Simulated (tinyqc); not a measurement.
Modes across the composition range: two-mode optical phonons of a ternary alloy from two coupled oscillators. Computed by tinyqc, a small Python program. Command: `OMP_NUM_THREADS=1 python tinyqc.py 3010273 3010274 out.jsonl twomode walk`. One thread of a shared host (Intel(R) Xeon(R) Processor @ 2.30GHz), about 0.01 s of CPU time with the checks.

An alloy A(x)B(1-x)C has an A-C and a B-C bond oscillator. Each TO frequency moves linearly from the impurity mode (dilute end) to the TO of the pure crystal; each strength is proportional to the number of bonds.

Inputs (values chosen for the exercise, for a model alloy):
```
quantity                  value  unit
omega_TO of pure AC         880  1/cm
omega_LO of pure AC         927  1/cm
omega_TO of pure BC         468  1/cm
omega_LO of pure BC         563  1/cm
eps_inf of AC              6.08     -
eps_inf of BC              10.6     -
impurity mode of A in BC    848  1/cm
impurity mode of B in AC    457  1/cm
```

Method:
- omega_1 = (impurity mode of A) + x (omega_TO,AC - impurity mode of A); omega_2 = (impurity mode of B) + (1 - x)(omega_TO,BC - impurity mode of B); eps_inf = x eps_AC + (1 - x) eps_BC; strengths W_1 = x eps_AC (omega_LO,AC^2 - omega_TO,AC^2), W_2 = (1 - x) eps_BC (omega_LO,BC^2 - omega_TO,BC^2).
- eps(omega) = eps_inf + W_1/(omega_1^2 - omega^2) + W_2/(omega_2^2 - omega^2) = 0 is the eigenproblem of the matrix [[omega_1^2 + W_1/eps_inf, sqrt(W_1 W_2)/eps_inf], [sqrt(W_1 W_2)/eps_inf, omega_2^2 + W_2/eps_inf]] for omega_LO^2.
- The polar coupling of mode j is c_j = (u_j . sqrt(W))^2/(eps_inf^2 omega_j^2), u_j its eigenvector and omega_j here its LO frequency; the c_j add up to 1/eps_inf - 1/eps_s. Froehlich constant alpha_j = (e^2/(4 pi eps_0)) c_j k_j/(2 E_j), E_j = h c omega_j, k_j = sqrt(m* E_j/(hbar^2/(2 m_0))).

Frequencies (1/cm):
```
x     TO, A-C  TO, B-C  lower LO  upper LO  coupling share of the upper LO   eps_s
0.02   848.64   467.78    561.60    849.36                         0.00679  15.174
0.10   851.20   466.90    555.84    854.84                         0.03435  14.506
0.20   854.40   465.80    548.23    861.81                         0.07013  13.666
0.35   859.20   464.15    535.80    872.61                         0.12885  12.395
0.50   864.00   462.50    521.86    883.89                         0.19886  11.113
0.65   868.80   460.85    505.94    895.79                         0.29193   9.818
0.80   873.60   459.20    487.43    908.48                         0.43908   8.510
0.90   876.80   458.10    473.20    917.48                         0.61561   7.631
0.98   879.36   457.22    460.42    925.05                         0.88906   6.924
```

The upper LO moves from 849.4 to 925.0 and the lower from 561.6 to 460.4 per cm. At each dilute end one LO-TO pair closes onto an impurity mode. The upper LO shifts by +0.77 per cm for each per cent of x near the middle, which is how Raman spectra measure composition. Its share of the polar coupling passes one half between x = 0.8 and 0.9.
